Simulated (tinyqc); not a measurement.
Frenkel-Kontorova chain: a misfit dislocation (kink) in a monolayer on a periodic substrate: one step, computed by the program tinyqc. Command: `OMP_NUM_THREADS=1 python tinyqc.py 3011967 3011968 out.jsonl fkchain walk`. One thread of a shared host (Intel(R) Xeon(R) Processor @ 2.30GHz), about 0.03 s of CPU time with the checks.

E = sum_j [(k/2)(x_(j+1) - x_j - b)^2 + (W/2)(1 - cos(2 pi x_j/a))], x_j = a (j + u_j). A kink takes u from 0 to 1: the chain is stretched by one period and has one atom fewer than wells.

Task: Start between two atoms. Discrete chain at f = 0, ends held at u = 0 and 1: E = (k a^2/2) sum (u_(j+1) - u_j)^2 + (W/2) sum (1 - cos 2 pi u_j), gradient g_j = k a^2 (2 u_j - u_(j-1) - u_(j+1)) + pi W sin(2 pi u_j), Hessian 2 k a^2 + 2 pi^2 W cos(2 pi u_j) on the diagonal and -k a^2 beside it. Free atoms j = -n..n-1 start from the continuum shape centred half-way, at j + 1/2.

Inputs (values chosen for the exercise, for a model overlayer): spring constant k = 4.92 eV/angstrom^2; substrate period a = 3.93 angstrom; corrugation W = 14.6 eV; atoms on each side n = 8.

kink width l0 = 1.613183

Give: u at the start; E at the start; gradient.

Result:

u at the start: [0.00000, 0.00000, 0.00001, 0.00010, 0.00070, 0.00489, 0.03426, 0.22989, 0.77011, 0.96574, 0.99511, 0.99930, 0.99990, 0.99999, 1.00000, 1.00000]

E at the start = 27.167 eV

gradient (eV): [0.000, 0.000, -0.001, -0.010, -0.072, -0.504, -2.836, 19.317, -19.317, 2.836, 0.504, 0.072, 0.010, 0.001, 0.000, 0.000]

Caution: a corrugation above 1 eV is larger than real overlayers usually show; it is chosen to keep the kink narrow. Caution: for l0 below about 3 the kink spans few atoms, and the continuum kink energy is off by about 2 per cent or more.
